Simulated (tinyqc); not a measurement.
# Square on-chip spiral inductor, lumped pi model: two studies

Outer diameter do = di + 2 n wd + 2 (n - 1) sp, mean da = (do + di)/2, fill p = (do - di)/(do + di), length l = 4 n da. L = 2.34 mu0 n^2 da/(1 + 2.75 p), mu0 = 4 pi 1e-7 H/m. Rs = rho l/(wd delta (1 - exp(-th/delta))), delta = sqrt(rho/(pi f mu0)). Cs = n wd^2 eps0 eo/hu across the coil. At each end Cox = l wd eps0 eo/(2 ho) leads to the substrate branch Rsi = 2 rs he/(l wd) in parallel with Csi = l wd eps0 11.7/(2 he). With one end grounded Y = 1/(Rs + i w L) + i w Cs + 1/[1/(i w Cox) + 1/(1/Rsi + i w Csi)], w = 2 pi f; Q = -Im Y/Re Y. Eddy currents in neighbouring turns and in the substrate are left out.

Inputs (values chosen for the exercise); values of the order met in silicon radio-frequency processes:
```
symbol  value     unit                                     meaning
n         5.5                                      number of turns
wd          8       um                                  line width
sp          2       um                         space between turns
di        140       um                              inner diameter
th          4       um                             metal thickness
rho       1.9  uohm cm                           metal resistivity
ho        9.9       um                        oxide below the coil
hu        1.2       um            oxide between coil and underpass
eo        3.9                   relative permittivity of the oxide
rs       1000   ohm cm                       substrate resistivity
he         50       um  effective spreading depth in the substrate
f         1.4      GHz                                   frequency
```

Constants: eps0 = 8.8541878128e-12 F/m. Results are converted to the units shown.

Each table varies one quantity; the others keep the values above.

## Quality factor against frequency

Apparent inductance Im(1/Y)/w; share of the loss Re(substrate branch)/Re Y.

Quality factor against frequency:
```
f (GHz)  Rs (ohm)  w L/Rs      Q  apparent inductance (nH)  loss in the substrate (%)
0.15        3.515   2.623  2.621                     9.783                    0.03230
0.24        3.812   3.869  3.863                     9.787                    0.07694
0.4         4.248   5.787  5.764                     9.799                     0.1916
0.65        4.812   8.301  8.219                     9.831                     0.4443
1.1         5.657   11.95  11.64                     9.928                      1.073
1.7         6.606   15.81  14.91                     10.14                      2.167
2.9         8.195   21.75  18.51                     10.92                      4.934
4.7         10.16   28.43  18.57                     13.47                      9.901
7.6         12.76   36.62  8.377                     34.33                      18.62
```

What does the table show?

Q goes from 2.62 through a maximum of 18.6 (at f = 4.7 GHz among the rows listed) to 8.38; the exact peak is 19.2 at 3.80 GHz and Q reaches zero at the self-resonance, 8.96 GHz. The share of the substrate rises from 0.0323 to 18.6 %, and the apparent inductance ends at 3.51 times L. At the peak the substrate takes 7.34 % of the loss. For f = 7.6 the coil is longer than 0.15 of a wavelength in the oxide, where one lumped section is rough.

## Effect of the metal thickness

Same model as above.

Peak Q and its frequency from a search over f; self-resonance where Im Y = 0; Q at the given f (negative beyond resonance).

The same in every row: L (nH) = 9.781; do (um) = 246.0.

Effect of the metal thickness:
```
th (um)  peak Q  f of the peak (GHz)  self-resonance (GHz)  Q at f
0.5       7.831                4.795                 8.956   3.625
0.9       11.61                4.575                 8.962   5.889
1.5       15.05                4.322                 8.963   8.471
2         16.74                4.161                 8.964   10.06
3         18.50                3.937                 8.964   12.19
4         19.24                3.801                 8.964   13.43
6         19.69                3.680                 8.964   14.57
9         19.78                3.640                 8.964   15.04
```

What does the table show?

As th goes from 0.5 to 9, L stays at 9.78 nH, the peak Q rises from 7.83 to 19.8, its frequency falls from 4.79 to 3.64 GHz and the self-resonance stays near 8.96 GHz. Once th exceeds a few skin depths Rs no longer falls.

Program tinyqc, `OMP_NUM_THREADS=1 python tinyqc.py 2302186 2302187 out.jsonl`; Intel Xeon 2.30GHz, shared host, one thread, about 0.01 s.
